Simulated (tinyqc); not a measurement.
# One rectangular barrier with mass mismatch, transfer matrices: transmission against energy

One electron of energy E comes from the left lead (band edge 0); no transverse momentum. Parabolic bands, masses in units of m0, C = hbar^2/(2 m0); psi and psi'/m are continuous at every interface. The right lead equals the left one.

For the pair (psi, psi'/m) a flat layer has M = [[cos kd, (m/k) sin kd], [-(k/m) sin kd, cos kd]] with k = sqrt(m (E - U)/C) above its edge U, and M = [[cosh Kd, (m/K) sinh Kd], [(K/m) sinh Kd, cosh Kd]] with K = sqrt(m (U - E)/C) below it. The matrices are multiplied with later layers to the left. With M acting on (psi, psi'/m) and v = k/m in each lead, T(E) = 4 vL vR/[(vL vR M12 - M21)^2 + (vR M11 + vL M22)^2]. The last column is exp(-2 sum K d) over the layers with U > E.

Inputs (values chosen for the exercise); masses and offsets close to those of InGaAs wells and InAlAs barriers:
- mL = 0.041 m0 (mass in the left lead)
- U1 = 0.52 eV (barrier height)
- m1 = 0.073 m0 (barrier mass)
- d1 = 1.8 nm (barrier width)

Constants: q = 1.602176634e-19 C, hbar = 1.054571817e-34 J s, m0 = 9.1093837015e-31 kg, hbar^2/(2 m0) = 0.0380998212 eV nm^2. Results are converted to the units shown.

Transmission against energy:
```
E (eV),T(E),exp(-2 sum K d)
0.042,0.05989,0.03190
0.123,0.1478,0.04329
0.204,0.2151,0.06074
0.286,0.2722,0.08977
0.367,0.3226,0.1424
0.448,0.3698,0.2626
0.529,0.4154,1.000
0.611,0.4608,1.000
0.692,0.5055,1.000
0.773,0.5502,1.000
0.855,0.5953,1.000
0.936,0.6397,1.000
```

Read the table: what changes, and by how much?

T(E) runs from 0.0599 at 0.042 eV to 0.640 at 0.936 eV; among the rows its largest value is 0.640 at 0.936 eV. Below the barrier the ratio to exp(-2Kd) lies between 1.41 and 3.54: that is the prefactor which WKB sets to 1. Above the barrier T(E) is as low as 0.415 in these rows: both interfaces reflect, and the reflections cancel only where k d is a multiple of pi.

Range of the model: Masses are held fixed, although real bands cease to be parabolic a few tenths of an eV from their edges (inside a barrier too).

Numbers from tinyqc (`OMP_NUM_THREADS=1 python tinyqc.py 2560007 2560008 out.jsonl`; about 0.01 s on one thread of a shared Intel Xeon 2.30GHz).
